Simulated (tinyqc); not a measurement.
Gate voltage for a given inversion charge.

Problem. p-type body, charge-sheet picture, depletion and inversion only, full ionisation (an idealisation for deep acceptors), Boltzmann statistics (rough once Na exp(x - xn) passes about Nc/7). In units of Vt: xg = (Vg - Vfb)/Vt, x = psi/Vt, G = gamma/sqrt(Vt), xn = (2 phiF + Vc)/Vt. The implicit equation is (xg - x)^2 = G^2 [x - 1 + exp(x - xn)] for x above about 3. Cox = eps0 eox/tox. ni = sqrt(Nc Nv) exp(-Eg/(2 Vt)), Eg in volts; phiF = Vt ln(Na/ni); gamma = sqrt(2 q eps0 eps_r Na)/Cox. N_inv = (Cox Vt G/q) [sqrt(x - 1 + exp(x - xn)) - sqrt(x - 1)]. Find x - xn, psi and Vg.

Values chosen for this exercise; band and dielectric values close to those of silicon:
```
symbol,value,unit,meaning
T,250,K,temperature
Eg,1.1,eV,band gap
eps_r,11.5,,relative permittivity
Nc,2.11e19,cm^-3,conduction-band density of states at T
Nv,2.05e19,cm^-3,valence-band density of states at T
eox,8.75,,relative permittivity of the gate insulator (close to aluminium oxide)
tox,16,nm,insulator thickness
Na,3e16,cm^-3,acceptor density
Vfb,-0.98,V,flat-band voltage
Vc,1,V,channel-body voltage
```

Constants: q = 1.602176634e-19 C, kB = 1.380649e-23 J/K, Vt = kB T/q, eps0 = 8.8541878128e-14 F/cm where lengths are in cm. Results are converted to the units shown.

N_inv = 3.1e11 cm^-2

Answer. N_inv rises steadily with x, so it fixes x; the implicit equation then gives xg directly.

x - xn = 4.33
psi = 1.91 V
Vg = 1.31 V

Program tinyqc, `OMP_NUM_THREADS=1 python tinyqc.py 2122065 2122066 out.jsonl`; Intel Xeon 2.30GHz, shared host, one thread, about 0.02 s.
